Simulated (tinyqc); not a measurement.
# Reverse leakage of an n+-p junction: diffusion, generation, trap-assisted and band-to-band tunnelling: leakage components against the temperature

One-sided abrupt junction in the depletion approximation, x from the junction (0) to W on the p side, field F = F0 (1 - x/W). Flat quasi-Fermi levels, long p side. Traps generate through SRH with both lifetimes shortened by 1 + Gamma (Hurkx enhancement, form for moderate fields); band-to-band generation is local and needs a total bending above Eg.

Nc and Nv are given at 250 K and scale as (T/250 K)^1.5; all else is held fixed. ni = sqrt(Nc Nv) exp(-Eg/(2 Vt)), Eg in volts; Vbi = Vt ln(Na Nd/ni^2); W = sqrt(2 eps0 eps_r (Vbi + VR)/(q Na)); F0 = 2 (Vbi + VR)/W; FG = sqrt(24 mt m0 (kB T)^3)/(q hbar); J_diff = q ni^2 sqrt(Dn/tau)(1 - exp(-VR/Vt))/Na. u = (Vbi + VR)(1 - x/W)^2, p = Na exp(-u/Vt), n = Nd exp((u - Vbi - VR)/Vt); G0 = ni^2 (1 - exp(-VR/Vt))/(tau (n + p + 2 ni cosh(Et/Vt))); Gamma = 2 sqrt(3 pi)(F/FG) exp((F/FG)^2); trap-assisted part G0 Gamma; G_bb = Ab F^2.5 exp(-Bb/F) with F in V/cm, zero unless Vbi + VR > Eg, and counted as zero under 1 cm^-3 s^-1. Currents are q times the integrals over 0 to W; J_bb under 1e-8 of J is printed as 0; rows with F0/FG above 2.2, beyond the range of this Gamma, are left out.

Values chosen for this exercise; band and dielectric values those of a made-up semiconductor: band gap Eg = 0.533 eV; relative permittivity eps_r = 18.8; conduction-band density of states at the reference temperature Nc = 9.43e18 cm^-3; valence-band density of states at the reference temperature Nv = 4.52e18 cm^-3; acceptor density of the lighter side Na = 1.5e17 cm^-3; donor density of the heavier side Nd = 1e20 cm^-3; SRH lifetime of both carriers at zero field tau = 2e-8 s; trap level above the intrinsic level Et = 0 eV; tunnelling mass mt = 0.17 m0; electron diffusion coefficient on the lighter side Dn = 10 cm^2/s; band-to-band prefactor Ab = 7.2e14 cm^-0.5 V^-2.5 s^-1; band-to-band field constant Bb = 3.84e6 V/cm; reverse bias VR = 1.6 V.

Constants: q = 1.602176634e-19 C, kB = 1.380649e-23 J/K, hbar = 1.054571817e-34 J s, m0 = 9.1093837015e-31 kg, Vt = kB T/q, eps0 = 8.8541878128e-14 F/cm where lengths are in cm. Results are converted to the units shown.

Result of one run:
```
F0 (kV/cm),F0/FG,J_diff (A/cm^2),J_SRH (A/cm^2),J_TAT (A/cm^2),J_bb (A/cm^2),J (A/cm^2),largest part
247,1.30,4.28e-7,1.83e-4,0.00209,5.54e-4,0.00283,trap-assisted tunnelling
```

Which temperature T gave this result: 220, 250, 280 or 310 K?

T = 220 K.

The whole series:
```
T (K),F0 (kV/cm),F0/FG,J_diff (A/cm^2),J_SRH (A/cm^2),J_TAT (A/cm^2),J_bb (A/cm^2),J (A/cm^2),largest part
220,247,1.30,4.28e-7,1.83e-4,0.00209,5.54e-4,0.00283,trap-assisted tunnelling
250,247,1.07,1.83e-5,0.00122,0.00843,5.28e-4,0.0102,trap-assisted tunnelling
280,246,0.898,3.65e-4,0.00552,0.0267,5.02e-4,0.0331,trap-assisted tunnelling
310,246,0.769,0.00420,0.0191,0.0699,4.75e-4,0.0936,trap-assisted tunnelling
340,245,0.667,0.0322,0.0541,0.157,4.47e-4,0.244,trap-assisted tunnelling
```

J rises from 0.00283 to 0.244 A/cm^2. Trap-assisted tunnelling leads at T = 220 and in all other rows. Activation energies over the table: 0.603 eV for diffusion (Eg = 0.533 eV, raised by the T^3 of ni^2), 0.306 eV for SRH generation (Eg/2 + |Et| = 0.267 eV), 0.232 eV for the trap-assisted part, lower since Gamma grows on cooling; the total shows 0.203 eV at the cold end and 0.290 eV at the hot end.

Range of the model: The n+ side is degenerate, so Vbi from Boltzmann statistics is only a guide.

tinyqc, about 0.01 s, one thread, Intel Xeon 2.30GHz (shared host): `OMP_NUM_THREADS=1 python tinyqc.py 2290105 2290106 out.jsonl`
